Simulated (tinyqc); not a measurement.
Towards the loss of the bound state: donor level screened by free carriers (Yukawa potential).

Potential -(q/(eps r)) exp(-ks r), q = e^2/(4 pi eps0). In units Ry* = Ry m/eps^2 and a* = a0 eps/m the problem is [-Laplacian - 2 exp(-x r)/r] psi = E psi with x = ks a*.

Converged values use 18 functions exp(-z r), z = 1.55^i, i = -11 to 6: S = 2/A^3, H = z_i z_j S - 2/(A + x)^2, A = z_i + z_j.

Values chosen for the exercise (out of a larger set: near those of a donor in Si, with one mean mass; not measured data): xs = (0.04, 0.13, 0.29, 0.53, 0.75, 0.91, 1.12) (values of x).

First order (-1 + 2x), one-parameter (minimum of z^2 - 8 z^3/(2z + x)^2) and converged 1s energies in Ry*, and the mean radius in a*; a dash marks an unbound result.

Results:
```
x     first order  trial function  converged    <r>
0.04      -0.9200         -0.9223    -0.9223   1.50
0.13      -0.7400         -0.7634    -0.7635   1.52
0.29      -0.4200         -0.5276    -0.5282   1.60
0.53            -         -0.2655    -0.2694   1.85
0.75            -         -0.1043    -0.1148   2.35
0.91            -         -0.0281    -0.0453   3.23
1.12            -               -    -0.0028  10.39
```

First order loses the state at x = 0.5, the trial function reaches zero energy at x = 1.00, and the exact limit is 1.19. The radius starts at 1.5 a*, grows slowly at first (1.60 at x = 0.29), then steadily, and swells towards the end (10.4 at 1.12), where a single exponential fails: the binding vanishes as the square of the distance from 1.19.

Program tinyqc; command `OMP_NUM_THREADS=1 python tinyqc.py 1281509 1281510 out.jsonl`; about 0.02 s on one thread of a shared Intel(R) Xeon(R) Processor @ 2.30GHz.
